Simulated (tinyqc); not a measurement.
Global model of a low-pressure process discharge: electron temperature, density, ion flux and ion energy: one step, computed by the program tinyqc.

Maxwellian electrons with temperature T_e in eV, one positive ion, no negative ions, uniform bulk density n; rate constants have the Arrhenius form.

Task: Biased electrode. All bias power goes to ions: V_b = P_b/(J pi r^2). Debye length at the sheath edge lambda_D = sqrt(eps_0 T_e/(e h_L n)); Child-law sheath s = (sqrt2/3) lambda_D (2 V/T_e)^(3/4), V = V_b + V_s; ion transit time tau_i = 3 s sqrt(M/(2 e V)); collisions in the sheath s/lambda_i.

Inputs (values chosen for the exercise, of the order of those of an inductive discharge in a simple atomic gas):

| quantity | value | unit |
|---|---|---|
| ion mass M | 28 | u |
| gas temperature T_g | 600 | K |
| bias power P_b | 190 | W |
| radius of the biased electrode | 10 | cm |
| bias frequency | 27 | MHz |

ion current density J = 3.012570 mA/cm^2

T_e = 2.737812 eV

h_L = 0.2635437

plasma density n = 2.322847e+11 1/cm^3

wall potential V_s = 12.32358 V

ion mean free path = 0.7844597 cm

Constants: eps_0 = 8.8541878128e-12 F/m; e = 1.602176634e-19 C; u = 1.6605390666e-27 kg.

Give: bias voltage V_b; lambda_D; sheath width s; ion transit time; transit time over bias period; s/lambda_i.

Result:

bias voltage V_b = 200.76 V

lambda_D = 49.715 micrometre

sheath width s = 1.0328 mm

ion transit time = 80.851 ns

transit time over bias period = 2.1830

s/lambda_i = 0.13165
